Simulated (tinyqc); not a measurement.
# Worked calculation: double-gate transistor below threshold, two-dimensional Poisson equation on a small mesh

Program tinyqc, `OMP_NUM_THREADS=1 python tinyqc.py 2480009 2480010 out.jsonl`; Intel Xeon 2.30GHz, shared host, one thread, about 0.09 s. Printed values are rounded.

Half of a symmetric double-gate structure: row 0 is the mid-plane of the body, where the normal field vanishes. Mobile charge is neglected (subthreshold), the body is fully depleted, and potentials are counted from the intrinsic level; rows run upward to the gate, columns from source to drain.

Parameters, values chosen for the exercise; semiconductor permittivity close to that of silicon: temperature T = 300 K; relative permittivity of the semiconductor eps_r = 11.7; relative permittivity of the insulator eox = 9; half the body thickness tb = 8 nm; insulator thickness tox = 3.2 nm; channel length L = 60 nm; acceptor density of the depleted body Na = 2e18 cm^-3; potential of the source Vbi = 0.46 V; gate offset Vfb = -0.08 V; gate voltage Vg = 0.1 V; drain voltage Vd = 1 V.

Constants: q = 1.602176634e-19 C, kB = 1.380649e-23 J/K, Vt = kB T/q, eps0 = 8.8541878128e-14 F/cm where lengths are in cm. Results are converted to the units shown.

## Coefficients of the five-point equations

Mesh: rows i = 0..3 in the semiconductor (step hs = tb/3, row 3 on the interface), then 1 step(s) ho = tox/1 up to the gate row 4; columns j = 0..6 (step hy = L/6). Box integration, divided by eps0: up_i = eps hy/h of the interval above row i, dn_i = that of the interval below (0 for row 0), lat_i = (sum of eps h/2 over the intervals above and below)/hy, s_i = -q Na w_i hy/eps0 with w_i the semiconductor height of the box (hs/2 for row 0 and the interface row, hs between, 0 in the insulator). Each free node obeys (up + dn + 2 lat) psi = up psi(above) + dn psi(below) + lat [psi(left) + psi(right)] + s.

```
row,up,dn,lat,s (V)
0,43.87500,0,1.56,-0.4825368
1,43.87500,43.87500,3.12,-0.9650735
2,43.87500,43.87500,3.12,-0.9650735
3,28.12500,43.87500,3,-0.4825368
```

## Iteration 1: Gauss-Seidel sweep

psi at the start (fixed values on the edges, free nodes linear between source and drain columns) (V):
```
,j=0,j=1,j=2,j=3,j=4,j=5,j=6
row 0,0.460000,0.626667,0.793333,0.960000,1.126667,1.293333,1.460000
row 1,0.460000,0.626667,0.793333,0.960000,1.126667,1.293333,1.460000
row 2,0.460000,0.626667,0.793333,0.960000,1.126667,1.293333,1.460000
row 3,0.460000,0.626667,0.793333,0.960000,1.126667,1.293333,1.460000
row 4,0.180000,0.180000,0.180000,0.180000,0.180000,0.180000,0.180000
```

Free nodes: rows 0..3, columns 1..5, taken row by row from row 0, left to right. t = (up psi(above) + dn psi(below) + lat [psi(left) + psi(right)] + s)/(up + dn + 2 lat), with the newest neighbours; psi(new) = t.

psi after iteration 1 (V):
```
,j=0,j=1,j=2,j=3,j=4,j=5,j=6
row 0,0.460000,0.616399,0.782724,0.949380,1.116047,1.282713,1.460000
row 1,0.460000,0.611606,0.777613,0.944253,1.110919,1.277585,1.460000
row 2,0.460000,0.609369,0.775153,0.941778,1.108443,1.275109,1.460000
row 3,0.460000,0.449692,0.548960,0.652915,0.757072,0.861238,1.460000
row 4,0.180000,0.180000,0.180000,0.180000,0.180000,0.180000,0.180000
```

## Iteration 2: Gauss-Seidel sweep

As before.

psi after iteration 2 (V):
```
,j=0,j=1,j=2,j=3,j=4,j=5,j=6
row 0,0.460000,0.601986,0.767217,0.933811,1.100475,1.267493,1.460000
row 1,0.460000,0.596281,0.760856,0.927400,1.094060,1.261414,1.460000
row 2,0.460000,0.518999,0.649651,0.785791,0.922262,1.059676,1.460000
row 3,0.460000,0.389460,0.464238,0.547698,0.631680,0.735234,1.460000
row 4,0.180000,0.180000,0.180000,0.180000,0.180000,0.180000,0.180000
```

## Course of the iteration: Gauss-Seidel sweep

Stop when the largest change of psi is below 1e-7 V, or after 400 iterations. Fixed values: gate row Vg - Vfb; column 0 at Vbi and the last column at Vbi + Vd in the semiconductor, each running linearly to Vg - Vfb across the insulator.

Course of the iteration:
```
iteration,"psi at row 0, j = 3 (V)",largest |change| of one entry (V)
1,0.9493800,0.432
2,0.9338110,0.215
3,0.9170073,0.115
4,0.8363024,0.107
5,0.7481196,0.104
6,0.6657233,0.0959
7,0.5915450,0.0850
8,0.5254687,0.0745
9,0.4668319,0.0650
...,...,...
100,0.03704352,2.79e-7
101,0.03704328,2.43e-7
102,0.03704307,2.12e-7
103,0.03704288,1.85e-7
104,0.03704272,1.62e-7
105,0.03704258,1.41e-7
106,0.03704246,1.23e-7
107,0.03704235,1.07e-7
108,0.03704225,9.37e-8
```

Converged in 108 iterations. At the end each change is about 0.87 times the one before: linear convergence.

## Barrier, swing and barrier lowering

converged psi (V):
```
,j=0,j=1,j=2,j=3,j=4,j=5,j=6
row 0,0.460000,0.137848,0.038337,0.037042,0.133965,0.478879,1.460000
row 1,0.460000,0.140930,0.045843,0.044547,0.136145,0.467256,1.460000
row 2,0.460000,0.150080,0.068675,0.067443,0.143290,0.430580,1.460000
row 3,0.460000,0.164976,0.107802,0.106854,0.157394,0.363126,1.460000
row 4,0.180000,0.180000,0.180000,0.180000,0.180000,0.180000,0.180000
```

d psi/dVg on row 0: j=0 0.0000000, j=1 0.6540158, j=2 0.8861258, j=3 0.9378033, j=4 0.8861258, j=5 0.6540158, j=6 0.0000000
d psi/dVd on row 0: j=0 0.000000, j=1 0.002477, j=2 0.009123, j=3 0.031098, j=4 0.104751, j=5 0.343508, j=6 1.000000

The barrier is read along row 0, the path farthest from the gate. Take the node j of lowest psi: barrier Vbi - psi_j; swing Vt ln 10/(d psi_j/dVg); DIBL = (d psi_j/dVd)/(d psi_j/dVg). The derivatives solve the same equations with s = 0 and a unit change of that voltage.

j = 3
barrier = 0.4229584 V
swing = 63.47432 mV/decade
DIBL = 33.16086 mV/V

A mesh of 12, 8 and 80 steps (semiconductor, insulator, channel) gives a barrier of 0.444 V, a swing of 63.0 mV a decade and a DIBL of 14.0 mV/V; the small mesh puts the barrier 4.7 % below that. In this column psi is higher at the interface than on row 0, so electrons would pass more easily near the interface.
